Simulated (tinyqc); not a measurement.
The gap of an alloy series: thresholds of impact ionisation and Auger recombination from band masses.

Parabolic bands, no phonon. At threshold the three slow carriers share one velocity. With M their total mass and m4 the mass of the fast carrier, the fast carrier has the kinetic energy E_T = G M/(M - m4) and the slow ones together E_a = G m4/(M - m4), the activation energy of the Auger rate. CCCH (fast electron): G = Eg, M = 2 me + mh, m4 = me. CHHS (hole into the split-off band): G = Eg - Dso, M = 2 mh + me, m4 = ms; this form holds for Eg > Dso (below, the process needs about Dso - Eg and is marked by a dash). CHHL (hole into the light band): G = Eg, M = 2 mh + me, m4 = ml. CHHH (fast heavy hole): G = Eg, M = 2 mh + me, m4 = mh.

Non-parabolic fast electron: E (1 + alpha E) = c k^2/me with alpha = (1 - me)^2/Eg; the slow carriers stay parabolic, so E_T = Eg + me E_T (1 + alpha E_T)/M, M = 2 me + mh (the root between Eg and 1.9 Eg).

Constants: kB = 8.617333262e-05 eV/K; hc = 1239.841984 eV nm.

Parameters, chosen for this exercise (near those of GaSb, gap at low temperature and not tied to T; not measured data):

| symbol | value | unit | meaning |
|---|---|---|---|
| Eg | 0.805 | eV | gap at Gamma to the s-like level |
| Dso | 0.738 | eV | spin-orbit splitting |
| me | 0.0398 | m0 | electron mass at Gamma |
| mh | 0.32 | m0 | heavy-hole mass |
| ms | 0.124 | m0 | split-off mass |
| ml | 0.0436 | m0 | light-hole mass |
| T | 300 | K | temperature |

Eg is varied with me and ml proportional to it; mh, ms and Dso are kept. E_a of three processes; wavelength hc/Eg.

Results:

| Eg (eV) | wavelength (micrometre) | me | CCCH (meV) | CCCH non-parabolic (meV) | CHHS (meV) | CHHL (meV) | log10 exp(-E_a/kT), non-parabolic |
|---|---|---|---|---|---|---|---|
| 0.242 | 5.12 | 0.0120 | 8.7 | 18.6 | - | 5.0 | -0.31 |
| 0.402 | 3.08 | 0.0199 | 23.5 | 52.4 | - | 13.7 | -0.88 |
| 0.604 | 2.05 | 0.0299 | 51.6 | 121.6 | - | 31.0 | -2.04 |
| 0.805 | 1.54 | 0.0398 | 89.0 | 222.9 | 14.9 | 55.2 | -3.74 |
| 1.006 | 1.23 | 0.0497 | 135.3 | 361.0 | 58.7 | 86.3 | -6.06 |
| 1.288 | 0.96 | 0.0637 | 213.8 | 628.9 | 117.7 | 141.7 | -10.56 |
| 1.610 | 0.77 | 0.0796 | 320.7 | 1078.0 | 181.5 | 222.0 | -18.11 |

What can be read from this table?

E_a of CCCH goes nearly as Eg^2 (power 1.90 over the table), as both G and me grow; the non-parabolic value goes with the power 2.14, and its Boltzmann factor spans 17.8 decades; rows with E_a far above kT are formal, since phonon-assisted processes and side valleys rule there. CHHS is resonant at Eg = Dso = 0.738 eV, with no activation, and is the easiest process near there; it has the lowest E_a of the parabolic values for Eg = 0.805, 1.006, 1.288 and 1.61 eV.

tinyqc: `OMP_NUM_THREADS=1 python tinyqc.py 1850969 1850970 out.jsonl`; about 0.01 s, one thread, shared Intel(R) Xeon(R) Processor @ 2.30GHz.
